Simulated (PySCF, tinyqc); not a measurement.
MP2 on RHF in the sto-3g basis, for H4, spin multiplicity 1, step by step. The lowest restricted solution is unstable here: a spin-polarised one lies 0.1220 hartree lower (PySCF). One step of it, computed by the program tinyqc.

Problem. Second-order Moller-Plesset energy. E2 = sum_ijab (ia|jb) [2 (ia|jb) - (ib|ja)] / (e_i + e_j - e_a - e_b) over occupied i, j and virtual a, b; the opposite-spin part is (ia|jb)^2 / denominator, the rest is same-spin, and SCS-MP2 scales them by 6/5 and 1/3.

orbital energies (hartree): MO1 -0.586013, MO2 -0.215406, MO3 0.182342, MO4 0.603213

Two-electron integrals over orbitals (pq|rs), unique and non-zero (hartree):
```
p,q,r,s,(pq|rs)
1,1,1,1,0.486258
2,1,2,1,0.137676
2,2,1,1,0.476096
2,2,2,2,0.484212
3,1,3,1,0.133101
3,2,3,2,0.085811
3,3,1,1,0.475151
3,3,2,2,0.468928
3,3,3,3,0.483001
4,1,3,2,0.084222
4,1,4,1,0.082709
4,2,3,1,0.134626
4,2,4,2,0.147702
4,3,2,1,0.138777
4,3,4,3,0.152376
4,4,1,1,0.479596
4,4,2,2,0.487684
4,4,3,3,0.487652
4,4,4,4,0.506892
```

Hartree-Fock energy = -1.81131750 hartree

Give: Terms; Pair energies; MP2 correlation energy; SCS-MP2 correlation energy; MP2 total energy.

Solution.

Terms:
```
i,j,a,b,(ia|jb),(ib|ja),denominator,term
1,2,3,4,0.135,0.084,-1.587,-0.016
2,1,4,3,0.135,0.084,-1.587,-0.016
2,2,4,4,0.148,0.148,-1.637,-0.013
1,1,3,3,0.133,0.133,-1.537,-0.012
2,2,3,3,0.086,0.086,-0.795,-0.009
1,1,4,4,0.083,0.083,-2.378,-2.88e-03
2,1,3,4,0.084,0.135,-1.587,-1.79e-03
1,2,4,3,0.084,0.135,-1.587,-1.79e-03
```

Pair energies (hartree; pair i-j sums ij and ji):
```
pair,opposite spin,same spin
1-1,-0.014,0.000
2-1,-0.032,-3.20e-03
2-2,-0.023,0.000
```

MP2 correlation energy = -0.07197 hartree

SCS-MP2 correlation energy = -0.08359 hartree

MP2 total energy = -1.88329 hartree
